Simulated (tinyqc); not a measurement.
Comparisons within one model: quantum-confined Stark effect in a modulator well. A value that a table varies takes the place of the one given here.

Envelopes on cells of 0.5 angstrom over the well |z| < L/2 and 45 angstrom of barrier on each side, psi = 0 beyond, psi'/m continuous (mean mass between points), c = hbar^2/2m0. The electron sees + e F z and the hole - e F z, each with its offset in the barriers; 1 kV/cm = 1e-5 eV/angstrom. Light holes, band mixing and escape by tunnelling are left out.

Exciton: in-plane function exp(-rho/lam), 1/mu = 1/me + 1/mp, E(lam) = c/(mu lam^2) - (q/eps) times the integral over k of Fm(k)(1 + (k lam/2)^2)^(-3/2), Fm(k) the double integral of psi_e^2 psi_h^2 exp(-k |z - z'|), q = e^2/(4 pi eps0); binding Eb = -E at the minimum. Line at Eg + E_e + E_h - Eb, strength proportional to overlap^2/lam^2.

Constants: hbar^2/2m0 = 3.80998211 eV angstrom^2; e^2/(4 pi eps0) = 14.39964547 eV angstrom; hc = 1239.841984 eV nm.

Parameters, chosen for this exercise (near those of a Ge well in SiGe, direct gap; the results hold for these values, not for the real material): L = 96 angstrom (well width); Vc = 0.401 eV (conduction offset); Vv = 0.108 eV (heavy-hole offset); me = 0.0421 m0 (electron, well); meb = 0.053 m0 (electron, barrier); mh = 0.213 m0 (heavy hole along z, well); mhb = 0.228 m0 (heavy hole, barrier); Eg = 0.834 eV (gap of the well); mp = 0.067 m0 (heavy hole in the plane); eps = 15.3 (dielectric constant); Fs = (0, 14, 28, 42, 58, 75, 93) kV/cm (fields); Ls = (56, 74, 92, 112, 136, 164) angstrom (widths); F_L = 39 kV/cm (field for this table); F = 39 kV/cm (field).

## Raising the field

All quantities anew; shifts from zero field.

Results:
```
F (kV/cm)  dE_e (meV)  dE_h (meV)  Eb (meV)  line shift (meV)  overlap^2  relative strength
0                0.00        0.00      4.10              0.00      0.998              1.000
14              -0.07       -0.30      4.09             -0.36      0.985              0.983
28              -0.29       -1.18      4.06             -1.43      0.949              0.935
42              -0.66       -2.60      4.01             -3.17      0.894              0.864
58              -1.25       -4.83      3.95             -5.93      0.818              0.769
75              -2.09       -7.82      3.87             -9.67      0.730              0.663
93              -3.20      -11.58      3.78            -14.46      0.638              0.558
```

How do the results move?

The line shift grows with exponent 1.99 in F at low field and 1.87 at the end, still close to the quadratic law. The hole gives 80 % of the level shift in the second row and 78 % in the last. The largest shift is 3.5 times the zero-field binding, yet 92 % of the binding survives, since the walls stop the field from pulling the pair apart. The strength keeps 56 %.

## Width of the well

Zero-field line, its shift at F_L and the relative strength.

Results:
```
L (angstrom)  line at F = 0 (nm)  Eb (meV)  shift (meV)  relative strength  shift x strength (meV)
56                        1286.2      4.44        -0.76              0.981                    0.75
74                        1342.9      4.28        -1.40              0.955                    1.34
92                        1379.8      4.13        -2.44              0.899                    2.20
112                       1407.1      3.98        -4.20              0.788                    3.31
136                       1428.7      3.82        -7.21              0.597                    4.30
164                       1445.0      3.65       -11.94              0.362                    4.33
```

What can be read from the table?

The shift grows with exponent 2.17 in L over the first two rows and 2.70 over the last two, against 4 for hard walls at second order; leakage lowers it in narrow wells and saturation in wide ones. The strength falls from 0.98 to 0.36, and the product of the two is largest at 164 angstrom, the widest listed.

## What each parameter does

Zero-field line, shift at F, overlap^2 and Eb at F. Each row changes one parameter from the base and keeps the others.

Results:
```
case             line (nm)  shift (meV)  overlap^2  Eb (meV)
base                1386.2        -2.74      0.907      4.03
L = 86 angstrom     1369.1        -2.04      0.938      4.13
F = 31 kV/cm        1386.2        -1.75      0.939      4.05
Vc = 0.321 eV       1391.0        -2.82      0.902      4.00
Vv = 0.135 eV       1385.3        -2.52      0.916      4.05
me = 0.0484 m0      1392.4        -2.74      0.905      4.29
mh = 0.181 m0       1384.5        -2.68      0.915      4.01
eps = 13.8          1387.5        -2.72      0.907      4.81
```

How do the results move?

The largest shifts from the base row, up to three for each result and ties (the steps differ in size, so this ranks the rows, not the parameters). line (nm): L -17.1, me +6.2, Vc +4.8; unchanged at the printed digits by F. shift (meV): F +1.00, L +0.70, Vv +0.23; unchanged at the printed digits by me. overlap^2: F +0.031, L +0.031, Vv +0.009; unchanged at the printed digits by eps. Eb (meV): eps +0.79, me +0.27, L +0.11.

Computed by tinyqc, a small Python program: `OMP_NUM_THREADS=1 python tinyqc.py 1281004 1281005 out.jsonl` (the numbers bound the seed that draws the inputs); one thread of a shared host (Intel(R) Xeon(R) Processor @ 2.30GHz), about 0.2 s for the whole set of steps.
